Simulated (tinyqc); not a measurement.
Short-channel transistor, virtual-source model with series resistance: one step of the calculation.

The current per gate width is the charge at the top of the source barrier (the virtual source) times its velocity times a saturation function; al and be are fitting constants of the model. Units: I in uA/um, Rs in ohm um, so I Rs = 1e-6 I Rs in volts; Q in uC/cm^2, so I = 1e-4 Q vx0 Fsat with vx0 in cm/s.

Question. Current through the series resistance. Intrinsic voltages Vg' = Vgs - I Rs, Vd' = Vds - 2 I Rs. n = n0 + nd Vd', VT = VT0 - dl Vd', Ff = 1/(1 + exp((Vg' - VT + al Vt/2)/(al Vt))), Q = Cinv n Vt ln(1 + exp((Vg' - VT + al Vt Ff)/(n Vt))), Vdsat = (vx0 L/mu)(1 - Ff) + Vt Ff, Fsat = u/(1 + u^be)^(1/be) with u = Vd'/Vdsat, and I(out) = Q vx0 Fsat per width. (Fsat takes the sign of u.) I(new) = I + 0.3 (I(out) - I).

Values chosen for this exercise:
- T = 300 K (temperature)
- Cinv = 1.45 uF/cm^2 (inversion capacitance)
- vx0 = 2.06e7 cm/s (velocity at the virtual source)
- mu = 110 cm^2/(V s) (apparent mobility)
- L = 45 nm (channel length)
- VT0 = 0.43 V (threshold at zero drain voltage)
- dl = 0.042 V/V (drain-induced barrier lowering)
- n0 = 1.08 (subthreshold factor)
- nd = 0 1/V (growth of n with drain voltage)
- al = 3.5 (threshold shift (in units of Vt) from weak to strong inversion)
- be = 1.4 (sharpness of saturation)
- Rs = 50 ohm um (series resistance of each contact)
- Vgs = 0.7 V (gate voltage)
- Vds = 0.7 V (drain voltage)

Constants: q = 1.602176634e-19 C, kB = 1.380649e-23 J/K, Vt = kB T/q. Results are converted to the units shown.

I after iteration 1 = 150.90288 uA/um

Wanted: Vg'; Vd'; VT; Ff; Q; Vdsat; Fsat; I(out); I after iteration 2.

Answer.

Vg' = 0.6925 V
Vd' = 0.6849 V
VT = 0.4012 V
Ff = 0.02369
Q = 0.4254 uC/cm^2
Vdsat = 0.8234 V
Fsat = 0.5526
I(out) = 484.3 uA/um
I after iteration 2 = 250.9 uA/um

tinyqc, about 0.01 s, one thread, Intel Xeon 2.30GHz (shared host): `OMP_NUM_THREADS=1 python tinyqc.py 2380012 2380013 out.jsonl`
